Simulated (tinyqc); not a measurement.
Worked calculation: free and nearly free electrons in a metal. Values are carried at full precision from step to step, so a last printed digit may differ when a step is redone from the rounded ones.

The cubic cell holds 4 atoms: n = 4 z/a^3, kF = (3 pi^2 n)^(1/3), EF = c kF^2/m, vF = 2 c kF/(m hbar), c = hbar^2/2m0; rs = (3/(4 pi n))^(1/3)/a0; D(EF) = 3 n/(2 EF).

Constants: hbar^2/2m0 = 3.80998211 eV angstrom^2; hbar = 6.58211957e-16 eV s; a0 (Bohr radius) = 0.5291772105 angstrom; kB = 8.617333262e-05 eV/K.

Parameters, chosen for this exercise (near those of Ag, whose d bands this model ignores; not measured data):
```
symbol  value  unit          meaning
a       4.062  angstrom      fcc lattice constant
z       1                    free electrons an atom
m       1      m0            mass
rho     1.72   micro-ohm cm  bulk resistivity
T       290    K
V       1.55   eV            |V_G| for G = (111)
x       0.81                 k along G as a share of |G|/2
```

## The Fermi sphere

Evaluate the free-electron quantities.

n = 0.05968 1/angstrom^3
kF = 1.2090 1/angstrom
EF = 5.569 eV
vF = 1.400e+06 m/s
rs = 3.000
D(EF) per atom = 0.2694 1/eV

## Relaxation time and mean free path

Drude: 1/rho = n e^2 tau/(m m0) with e = 1.602176634e-19 C and m0 = 9.1093837e-31 kg; mean free path l = vF tau; rho l = hbar kF/(n e^2) = 12 pi^3 hbar/(e^2 S) with S = 4 pi kF^2 does not depend on tau or m.

Use SI units: n in 1/m^3 (1e30 per 1/angstrom^3), rho in ohm m (1e-8 per micro-ohm cm).

tau = 34.57 fs
l = 48.38 nm
rho l = 8.322 1e-16 ohm m^2

Wires lose conductivity to surfaces and grain boundaries, with an excess that scales as rho l over the width and is of the order of rho itself at a width of l = 48 nm.

## Thermal quantities

gamma = (pi^2/3) kB^2 D(EF) per atom, times 96485.33 x 1e3 for mJ/(mol K^2); mu(T) = EF (1 - (pi kB T/EF)^2/12); Wiedemann-Franz kappa = L0 T/rho with L0 = (pi^2/3) (kB/e)^2, kB/e in V/K.

gamma = 0.635 mJ/(mol K^2)
mu - EF = -0.0922 meV
kappa = 412 W/(m K)

## The sphere against the zone faces

Take G = (hkl) 2 pi/a for (111), (200) and (220), with the number of equivalent faces. The Bragg plane of G lies at |G|/2 with |G| = (2 pi/a) sqrt(h^2 + k^2 + l^2). Where kF exceeds it, the sphere cuts the plane in a circle of radius sqrt(kF^2 - G^2/4).

Distance and circle for each G:
```
G      faces  |G|/2 (1/angstrom)  kF/(|G|/2)  circle radius
(111)      8              1.3396      0.9025              -
(200)      6              1.5468      0.7816              -
(220)     12              2.1875      0.5527              -
```

The sphere stays inside the first zone; it reaches 0.903 of the way to the nearest faces.

## Two plane waves near the face

Two plane waves k and k - G, G = (111) (2 pi/a): H = [[c k^2/m, V], [V, c (k - G)^2/m]] with c = hbar^2/2m0.

Build H for k along G, diagonalise, and give the weight of the first wave in the lower state and its velocity along G relative to a free electron, (w k + (1 - w)(k - G))/k.

H (eV):
```
        1       2
1  4.4857  1.5500
2  1.5500  9.6818
```

levels (eV): 4.0585  10.1091

w = 0.9294
v/v_free = 0.8257

The splitting is 6.051 eV here and 2V = 3.1 eV on the face, where the normal velocity vanishes. There the lower band lies at 5.287 eV, below the free EF of 5.569 eV, so by this test the Fermi surface touches the face (V is large against EF, which it lowers, so the test is rough). The real noble metals have necks on these faces, through a gap of 4 to 5 eV at L and their d bands.

## Checks

- Lower level against the closed form of the 2 x 2 problem (eV): both 4.0585.
- The product rho l against hbar kF/(n e^2) (1e-16 ohm m^2): both 8.322.

(tinyqc, `OMP_NUM_THREADS=1 python tinyqc.py 1682002 1682003 out.jsonl`, Intel(R) Xeon(R) Processor @ 2.30GHz, 1 thread, shared host, about 0.01 s.)
